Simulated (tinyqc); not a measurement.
Adding salt: a particle near a wafer in liquid: double-layer and van der Waals forces (DLVO), deposition barrier and removal. Computed by tinyqc, a small Python program. Command: `OMP_NUM_THREADS=1 python tinyqc.py 3110294 3110295 out.jsonl dlvo walk`. One thread of a shared host (Intel(R) Xeon(R) Processor @ 2.30GHz), about 0.01 s of CPU time with the checks.

Sphere and flat wall, Derjaguin approximation, constant potentials in the linear-superposition form, no retardation and no hydration force.

Inputs (values chosen for the exercise, of the order of those for alumina on silica in water):
```
quantity                             value   unit
particle radius R                       17     nm
Hamaker constant A                 1.3e-20      J
potential of the particle psi_1        -31     mV
potential of the wafer psi_2           -49     mV
salt concentration c                  0.14  mol/L
valence z of the symmetric salt          2      -
temperature T                          298      K
dielectric constant of the liquid     78.4      -
```

Constants: e = 1.602176634e-19 C; N_A = 6.02214076e+23 1/mol; eps_0 = 8.8541878128e-12 F/m; k_B = 1.380649e-23 J/K; k_B = 8.617333262e-05 eV/K.

Method:
- kappa^2 = 2 z^2 e^2 N_A (1000 c)/(eps eps_0 k_B T); gamma_i = tanh(z e psi_i/(4 k_B T)); Z = 64 pi eps eps_0 (k_B T/(z e))^2 gamma_1 gamma_2.
- The barrier height is zero when U = 0 and F = 0 together: kappa h = 1 and kappa = 6 Z/(e A), e = 2.718282 here; c follows from kappa^2, with the potentials held fixed.
- U(h) = Z R exp(-kappa h) - A R/(6 h); F(h) = -dU/dh = kappa Z R exp(-kappa h) - A R/(6 h^2), positive for repulsion.
- F = 0 reads x^2 exp(-x) = y with x = kappa h and y = A kappa/(6 Z); the left side peaks at x = 2 with 4/e^2 = 0.5413, so roots exist for smaller y: x < 2 is the barrier, x > 2 the secondary minimum.
- kappa scales as sqrt(c); potentials are held fixed. A dash marks rows without a maximum.

critical concentration = 0.0564492 mol/L

kappa = 2.46214 1/nm

Z = 9.20798 pN

Against the concentration:
```
c (mol/L)  Debye length (nm)  barrier at (nm)  barrier (k_B T)  minimum at (nm)  minimum (k_B T)
5.64e-06              63.990           4.0036           33.503       6.5670e+02      -1.2304e-02
5.64e-05              20.235           2.3103           30.066       1.7817e+02      -4.4540e-02
5.64e-04               6.399           1.3652           24.179       4.6525e+01      -1.6596e-01
2.82e-03               2.862           0.9726           17.879       1.7520e+01      -4.2752e-01
1.13e-02               1.430           0.7554           10.579       7.2030e+00      -9.9620e-01
2.82e-02               0.905           0.6671            4.784       3.8304e+00      -1.7850e+00
5.08e-02               0.674           0.6405            0.738       2.4493e+00      -2.6489e+00
8.47e-02               0.522           0.6585           -2.815       1.5576e+00      -3.8208e+00
1.69e-01               0.370                -                -                -                -
```

What does the comparison show, and why?

At low salt the barrier tends to Z R = 38.0 k_B T; it is half of that between 5.6e-4 and 0.0028 mol/L and changes sign at 0.056 mol/L, while the secondary minimum deepens to -2.6 k_B T at 0.9 of that.

Extremes, crossings and ranges named in words are read from the listed rows.
